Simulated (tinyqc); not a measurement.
# From one set of inputs to another, one input at a time

Model: kinetics of strain relaxation and threading dislocations in mismatched semiconductor layers. Computed by tinyqc, a small Python program. Command: `OMP_NUM_THREADS=1 python tinyqc.py 3003728 3003729 out.jsonl threading ladder`. One thread of a shared host (Intel(R) Xeon(R) Processor @ 2.30GHz), about 0.01 s of CPU time with the checks.

60-degree dislocations on {111} planes of a (001) layer, isotropic elasticity. The Schmid factor is 1/sqrt(6), and a misfit segment relieves strain with b/2.

The inputs printed are set A. Set A is modelled on In(0.2)Ga(0.8)As on GaAs; the values taken over come from a set modelled on Si(0.8)Ge(0.2) on Si. Inputs not listed in the table keep their values of set A, so the rows need not describe a real material.

Inputs (values chosen for the exercise, modelled on In(0.2)Ga(0.8)As on GaAs): misfit f = 0.0147; shear modulus G = 43.7 GPa; Poisson ratio nu = 0.32; Burgers vector b = 4.05 angstrom; glide activation energy Q = 1.32 eV; velocity prefactor v0 = 7600 m/s per MPa; layer thickness h = 47 nm; anneal temperature T = 678 K; anneal time t = 54 s; initial thread density rho_0 = 65000 1/cm^2; multiplication constant delta = 59000 1/m.

Sources: fixed density of threads.

Constants: k_B = 8.617333262e-05 eV/K.

Method:
- Excess resolved stress tau = (1/sqrt 6) [2 G (1 + nu)/(1 - nu)] (e - e_eq), e_eq = b (1 - nu/4) [ln(h/b) + 1]/(4 pi (1 + nu) h), the Matthews-Blakeslee strain of an uncapped layer; glide velocity v = v0 tau exp(-Q/(k_B T)), tau in MPa.
- Threads run in two directions, so de/dt = -(b/4) rho v, with rho fixed. With x = e - e_eq, x0 = f - e_eq (fully strained at t = 0) and v = m S x (m the mobility, S x = tau): x = x0 exp(-t/t_r), t_r = 4/(b rho_0 m S).
- The half time is that at which x = x0/2.

Each row keeps all changes above it:
```
input moved                              from       to  excess stress tau (MPa)  half time (s)  initial velocity (micrometre/s)
set A                                       -        -                      828      1.298e+02                        9.699e+02
shear modulus G (GPa)                    43.7     65.6                     1242      8.644e+01                        1.456e+03
velocity prefactor v0 (m/s per MPa)      7600    29000                     1242      2.265e+01                        5.556e+03
initial thread density rho_0 (1/cm^2)   65000  7700000                     1242      1.912e-01                        5.556e+03
anneal time t (s)                          54      720                     1242      1.912e-01                        5.556e+03
multiplication constant delta (1/m)     59000     3700                     1242      1.912e-01                        5.556e+03
misfit f                               0.0147  0.00892                      642      1.912e-01                        2.868e+03
anneal temperature T (K)                  678      840                      642      2.451e-03                        2.238e+05
```

Which inputs carry the difference?

Excess stress tau goes from 828 to 642, a factor 0.775 in all. The largest single move comes from misfit f (a factor 0.516), and shear modulus G works against it (a factor 1.50). Half time goes from 130 to 0.00245, a factor 1.89e-5 in all. The largest single move comes from initial thread density rho_0 (a factor 0.00844). Initial velocity goes from 970 to 224000, a factor 231 in all. The largest single move comes from anneal temperature T (a factor 78.0), and misfit f works against it (a factor 0.516). The single moves hold for this order of the switches; the total does not depend on the order.

Caution (rows shear modulus G, velocity prefactor v0, initial thread density rho_0, anneal time t, multiplication constant delta): at stresses above about 1 GPa the linear velocity law understates glide, as stress lowers the kink barrier.

Extremes, crossings and ranges named in words are read from the listed rows.
